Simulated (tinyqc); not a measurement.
Worked calculation: coupled-perturbed Hartree-Fock on RHF in the sto-3g basis, for H6, spin multiplicity 1. One step of it, computed by the program tinyqc.

Problem. Coupled step 1. U_ai = -(mu_ai + sum_bj [4 (ai|bj) - (ab|ij) - (aj|bi)] U_bj) / (e_a - e_i); alpha = -4 sum U_ai mu_ai.

uncoupled U:
```
           i1        i2         i3
a4   0.071067  0.000497  -3.025884
a5  -0.000044  0.766311  -0.000068
a6   0.245022  0.000076  -0.054137
```

dipole integrals <a|z|i> (bohr):
```
           i1         i2        i3
a4  -0.061307  -0.000387  2.015046
a5   0.000048  -0.779522  0.000062
a6  -0.333988  -0.000097  0.063143
```

orbital energies (hartree): MO1 -0.587614, MO2 -0.503880, MO3 -0.390887, MO4 0.275049, MO5 0.513359, MO6 0.775476

Two-electron integrals over orbitals (pq|rs), unique and non-zero (hartree):
```
(11|11) 0.386480    (21|11) -0.000210   (21|21) 0.125275    (22|11) 0.304146
(22|21) 0.000275    (22|22) 0.364600    (31|11) 0.077381    (31|21) 0.000183
(31|22) -0.056117   (31|31) 0.125763    (32|11) 0.000253    (32|21) -0.119232
(32|22) -0.000341   (32|31) -0.000074   (32|32) 0.136410    (33|11) 0.358388
(33|21) -0.000093   (33|22) 0.318560    (33|31) 0.041256    (33|32) 0.000148
(33|33) 0.357425    (41|11) -0.000140   (41|21) 0.035813    (41|22) 0.000037
(41|31) -0.000019   (41|32) 0.006019    (41|33) 0.000009    (41|41) 0.082504
(42|11) 0.053854    (42|21) 0.000027    (42|22) -0.004035   (42|31) 0.048593
(42|32) 0.000042    (42|33) 0.012357    (42|41) -0.000024   (42|42) 0.071215
(43|11) -0.000050   (43|21) 0.059653    (43|22) 0.000122    (43|31) 0.000139
(43|32) -0.057320   (43|33) -0.000026   (43|41) 0.016277    (43|42) 0.000059
(43|43) 0.078860    (44|11) 0.357687    (44|21) -0.000066   (44|22) 0.317836
(44|31) 0.038990    (44|32) 0.000110    (44|33) 0.348807    (44|41) -0.000012
(44|42) 0.019312    (44|43) -0.000013   (44|44) 0.361054    (51|11) 0.008746
(51|21) -0.000036   (51|22) 0.026299    (51|31) -0.022034   (51|32) -0.000007
(51|33) -0.010379   (51|41) -0.000095   (51|42) 0.040208    (51|43) 0.000012
(51|44) -0.003465   (51|51) 0.049373    (52|11) -0.000009   (52|21) 0.022355
(52|22) 0.000071    (52|31) 6.18e-07    (52|32) 0.005598    (52|33) 0.000011
(52|41) 0.056176    (52|42) 0.000145    (52|43) -0.041488   (52|44) 0.000012
(52|51) 0.000063    (52|52) 0.092208    (53|11) -0.060354   (53|21) -0.000029
(53|22) -0.000894   (53|31) -0.051644   (53|32) -0.000032   (53|33) -0.023373
(53|41) 0.000036    (53|42) -0.068711   (53|43) -0.000074   (53|44) -0.019644
(53|51) -0.036619   (53|52) -0.000118   (53|53) 0.072805    (54|11) -0.000258
(54|21) 0.119071    (54|22) 0.000327    (54|31) 0.000074    (54|32) -0.131202
(54|33) -0.000149   (54|41) 0.000312    (54|42) -0.000036   (54|43) 0.058730
(54|44) -0.000120   (54|51) 0.000006    (54|52) -0.004490   (54|53) 0.000031
(54|54) 0.139530    (55|11) 0.315593    (55|21) 0.000208    (55|22) 0.368107
(55|31) -0.048617   (55|32) -0.000264   (55|33) 0.327801    (55|41) 0.000027
(55|42) -0.000612   (55|43) 0.000096    (55|44) 0.334872    (55|51) 0.026581
(55|52) 0.000065    (55|53) -0.002414   (55|54) 0.000271    (55|55) 0.389039
(61|11) 0.000015    (61|21) -0.001706   (61|22) -0.000039   (61|31) 0.000066
(61|32) -0.014386   (61|33) -2.34e-07   (61|41) -0.029634   (61|42) -0.000055
(61|43) -0.054145   (61|44) 4.41e-06    (61|51) -0.000064   (61|52) 0.034499
(61|53) 0.000062    (61|54) 0.012196    (61|55) -0.000044   (61|61) 0.069242
(62|11) 0.013500    (62|21) -0.000024   (62|22) 0.030283    (62|31) -0.020037
(62|32) -0.000010   (62|33) -0.001792   (62|41) -0.000073   (62|42) 0.037967
(62|43) 1.84e-06    (62|44) -0.003869   (62|51) 0.046658    (62|52) 0.000091
(62|53) -0.039846   (62|54) 0.000009    (62|55) 0.029638    (62|61) -0.000053
(62|62) 0.048552    (63|11) 0.000141    (63|21) -0.038986   (63|22) -0.000039
(63|31) 4.19e-06    (63|32) 0.000848    (63|33) 0.000005    (63|41) -0.080105
(63|42) 0.000013    (63|43) -0.018012   (63|44) 2.09e-06    (63|51) 0.000089
(63|52) -0.056808   (63|53) -0.000033   (63|54) 0.000299    (63|55) -0.000029
(63|61) 0.029217    (63|62) 0.000076    (63|63) 0.084747    (64|11) -0.079288
(64|21) -0.000144   (64|22) 0.050119    (64|31) -0.121687   (64|32) 0.000035
(64|33) -0.042514   (64|41) 0.000024    (64|42) -0.050835   (64|43) -0.000125
(64|44) -0.043161   (64|51) 0.019438    (64|52) -1.41e-06   (64|53) 0.052903
(64|54) -0.000041   (64|55) 0.052023    (64|61) -0.000060   (64|62) 0.019208
(64|63) -0.000012   (64|64) 0.130554    (65|11) -0.000215   (65|21) 0.128492
(65|22) 0.000290    (65|31) 0.000181    (65|32) -0.123377   (65|33) -0.000094
(65|41) 0.037449    (65|42) 0.000027    (65|43) 0.063396    (65|44) -0.000066
(65|51) -0.000037   (65|52) 0.023363    (65|53) -0.000029   (65|54) 0.128481
(65|55) 0.000235    (65|61) -0.002777   (65|62) -0.000025   (65|63) -0.042849
(65|64) -0.000155   (65|65) 0.142938    (66|11) 0.408633    (66|21) -0.000179
(66|22) 0.322134    (66|31) 0.082266    (66|32) 0.000230    (66|33) 0.380695
(66|41) -0.000137   (66|42) 0.059170    (66|43) -0.000033   (66|44) 0.386848
(66|51) 0.010432    (66|52) 1.67e-06    (66|53) -0.066761   (66|54) -0.000242
(66|55) 0.342414    (66|61) 0.000015    (66|62) 0.015584    (66|63) 0.000143
(66|64) -0.089663   (66|65) -0.000197   (66|66) 0.452414
```

Give: U after step 1; polarisability.

Solution.

U after step 1:
```
       i1     i2      i3
a4  0.050  0.001  -3.571
a5  0.000  0.937   0.000
a6  0.270  0.000  -0.040
```

polarisability = 32.092 bohr^3
